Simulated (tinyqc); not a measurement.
# Electron mobility in a silicon inversion layer, empirical terms and Matthiessen rule: effects of single changes

Inversion layer of sheet density Ns on a uniformly doped body. The mobility terms are empirical power laws with prefactors chosen for the exercise; adding their inverses (Matthiessen) is itself an approximation.

Inputs (values chosen for the exercise); material values close to those of silicon:
```
symbol    value        unit                                                meaning
T           350           K                                            temperature
Eg          1.1          eV                                               band gap
eps_r      11.7                         relative permittivity of the semiconductor
Nc      3.53e19       cm^-3                 conduction-band density of states at T
Nv       3.4e19       cm^-3                    valence-band density of states at T
Nb       4.8e17       cm^-3                                            body doping
Vsb         0.3           V                                      reverse body bias
eta         0.5              weight of the inversion charge in the effective field
Ap          413  cm^2/(V s)           phonon-limited mobility at 1 MV/cm and 300 K
As          633  cm^2/(V s)                  roughness-limited mobility at 1 MV/cm
gs            2                                     exponent of the roughness term
Ac         2700  cm^2/(V s)                                      Coulomb prefactor
Nit      1.9e10       cm^-2                                charge at the interface
Ns       4.6e12       cm^-2                                      inversion density
```

Constants: q = 1.602176634e-19 C, kB = 1.380649e-23 J/K, Vt = kB T/q, eps0 = 8.8541878128e-14 F/cm where lengths are in cm. Results are converted to the units shown.

Each table varies one quantity; the others keep the values above.

## Effect of the inversion density

ni = sqrt(Nc Nv) exp(-Eg/(2 Vt)), Eg in volts; Ndep = sqrt(2 eps0 eps_r Nb (2 Vt ln(Nb/ni) + Vsb)/q); E = q (Ndep + eta Ns)/(eps0 eps_r), in MV/cm. With t = T/(300 K): muC = Ac (Ns/1e12 cm^-2) t/(Nb/1e17 cm^-3 + Nit/1e11 cm^-2), muP = Ap E^(-1/3) t^(-1.75), muS = As E^(-gs); 1/mu is the sum of the inverses.

Effect of the inversion density:

| Ns (cm^-2) | E (MV/cm) | muC (cm^2/(V s)) | muP (cm^2/(V s)) | muS (cm^2/(V s)) | mu (cm^2/(V s)) |
|---|---|---|---|---|---|
| 2e11 | 0.4272 | 126.3 | 418.7 | 3468 | 94.36 |
| 3.6e11 | 0.4396 | 227.3 | 414.7 | 3276 | 140.5 |
| 6.3e11 | 0.4605 | 397.7 | 408.4 | 2985 | 188.7 |
| 1.1e12 | 0.4968 | 694.4 | 398.2 | 2565 | 230.3 |
| 2e12 | 0.5664 | 1263 | 381.1 | 1973 | 254.9 |
| 3.6e12 | 0.6901 | 2273 | 356.8 | 1329 | 250.3 |
| 6.3e12 | 0.8989 | 3977 | 326.8 | 783.3 | 217.9 |
| 1.1e13 | 1.262 | 6944 | 291.8 | 397.2 | 164.2 |
| 2e13 | 1.958 | 1.263e4 | 252.1 | 165.1 | 98.96 |

As Ns goes from 2e11 to 2e13 cm^-2, E rises from 0.427 to 1.96 MV/cm and mu goes from 94.4 through a maximum of 255 (at Ns = 2e12 cm^-2 among the rows listed) to 99.0 cm^2/(V s). The smallest term is the Coulomb one in the first row and the roughness one in the last. Screening lifts the Coulomb term as Ns grows while the field presses the carriers to the interface, hence the maximum. At Ns = 2e13 cm^-2 E passes 1.5 MV/cm, beyond the usual range of such laws.

## Effect of the body doping

Same model as above.

Effect of the body doping:

| Nb (cm^-3) | E (MV/cm) | muC (cm^2/(V s)) | muP (cm^2/(V s)) | muS (cm^2/(V s)) | mu (cm^2/(V s)) |
|---|---|---|---|---|---|
| 2e16 | 0.4324 | 3.715e4 | 417.0 | 3386 | 367.6 |
| 4.4e16 | 0.4722 | 2.300e4 | 405.0 | 2838 | 349.0 |
| 9.7e16 | 0.5328 | 1.249e4 | 389.0 | 2230 | 322.6 |
| 2.1e17 | 0.6221 | 6328 | 369.4 | 1636 | 287.7 |
| 4.7e17 | 0.7629 | 2963 | 345.1 | 1088 | 240.7 |
| 1e18 | 0.9614 | 1422 | 319.5 | 684.8 | 188.9 |
| 2.3e18 | 1.294 | 624.8 | 289.4 | 378.3 | 129.9 |
| 5e18 | 1.764 | 288.7 | 261.0 | 203.3 | 81.87 |

What does the comparison show?

As Nb goes from 2e16 to 5e18 cm^-3, E rises from 0.432 to 1.76 MV/cm and mu falls from 368 to 81.9 cm^2/(V s). The smallest term is the phonon one in the first row and the roughness one in the last. At Nb = 5e18 cm^-3 E passes 1.5 MV/cm, beyond the usual range of such laws.

Program tinyqc, `OMP_NUM_THREADS=1 python tinyqc.py 2510130 2510131 out.jsonl`; Intel Xeon 2.30GHz, shared host, one thread, about 0.01 s.
